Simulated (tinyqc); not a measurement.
Kinetic Monte Carlo and master equation for a particle on a ring of sites with traps and bias: one step, computed by the program tinyqc. Command: `OMP_NUM_THREADS=1 python tinyqc.py 3025337 3025338 out.jsonl kmc walk`. One thread of a shared host (Intel(R) Xeon(R) Processor @ 2.30GHz), about 0.06 s of CPU time with the checks.

8 sites on a ring, numbered 1 to 8. The saddle between i and i+1 lies at E0 + s b_i and site i at s eps_i; a force F tilts the landscape, with the saddle half-way.

Problem. Steady state. Master equation dP/dt = W P, W_(i+1,i) = k right, W_(i-1,i) = k left, columns summing to zero. The steady state is its null vector; drift v = a sum P_i (k right - k left). D = a^2 lambda''(0)/2, where lambda(q) is the leading eigenvalue of W with right hops weighted by exp(q) and left hops by exp(-q). The slowest relaxation rate is minus the real part of the next eigenvalue of W. 1 angstrom = 1e-8 cm.

Inputs (values chosen for the exercise, for a model defect): temperature T = 770 K; site spacing a = 2.4 angstrom.

Disorder: both.

Rates, shares of right hops and mean stays:
```
site  k right (1/s)  k left (1/s)  share right  mean stay (s)
1      3.437697e+06  1.202819e+06    0.7408005   2.154932e-07
2      2.767051e+06  1.285284e+06    0.6828288   2.467713e-07
3      2.453874e+06  4.016185e+06    0.3792661   1.545581e-07
4      1.565710e+07  2.526506e+07    0.3826069   2.443663e-08
5      6.631883e+06  2.755400e+06    0.7064753   1.065271e-07
6      2.609712e+07  3.214006e+07    0.4481178   1.717116e-08
7      2.282131e+07  4.592675e+06    0.8324696   3.647773e-08
8      9.239119e+06  1.105988e+08    0.0770968   8.344605e-09
```

Constants: k_B = 8.617333262e-05 eV/K.

Give: occupations P_i; drift velocity v; diffusivity D; slowest relaxation rate.

Solution.

occupations P_i: 0.1409  0.3484  0.2309  0.0210  0.1059  0.0207  0.1097  0.0223

drift velocity v = 0.007034 cm/s

diffusivity D = 2.138e-09 cm^2/s

slowest relaxation rate = 1.780e+06 1/s
